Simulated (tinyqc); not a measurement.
MOS capacitor on an n-type substrate, surface potential from the exact charge relation: one step of the calculation.

Uniform n-type substrate, Boltzmann statistics, full ionisation, classical densities. psi is the surface potential against the body (positive when the bands bend down) and u = -psi/Vt. Traps are spread evenly over the gap and neutral at flat band, so their charge is -q Dit psi; the minority quasi-Fermi level is shifted by Vb.

Problem. Newton step for the surface potential. u = -psi/Vt; F^2 = exp(-u) + u - 1 + r (exp(u) - u - 1); Qs = +sign(u) Q0 F; Cs = -dQs/dpsi = (Q0/Vt) |1 - exp(-u) + r (exp(u) - 1)|/(2 F). f = Vfb + psi + (q Dit psi - Qs)/Cox - Vg, f' = 1 + (Cs + q Dit)/Cox, psi(new) = psi - f/f'.

Parameters, values chosen for the exercise; band and dielectric values close to those of silicon: temperature T = 300 K; density of interface traps Dit = 1.6e10 cm^-2 eV^-1; gate voltage against the body Vg = -2.83 V.

Constants: q = 1.602176634e-19 C, kB = 1.380649e-23 J/K, Vt = kB T/q. Results are converted to the units shown.

psi after iteration 1 = -0.38377583 V
Cox = 0.18174386 uF/cm^2
Vfb = 0.56895725 V
Q0 = 69.939414 nC/cm^2
r = 1.6293540e-16

Find: u; F; Qs; Cs; f; f'; psi after iteration 2.

Solution.

u = 14.85
F = 3.721
Qs = 260.2 nC/cm^2
Cs = 0.3635 uF/cm^2
f = 1.578 V
f' = 3.014
psi after iteration 2 = -0.9072 V

Computed by the program tinyqc: `OMP_NUM_THREADS=1 python tinyqc.py 2060146 2060147 out.jsonl`, one thread of a shared Intel Xeon 2.30GHz, about 0.01 s for the whole run.
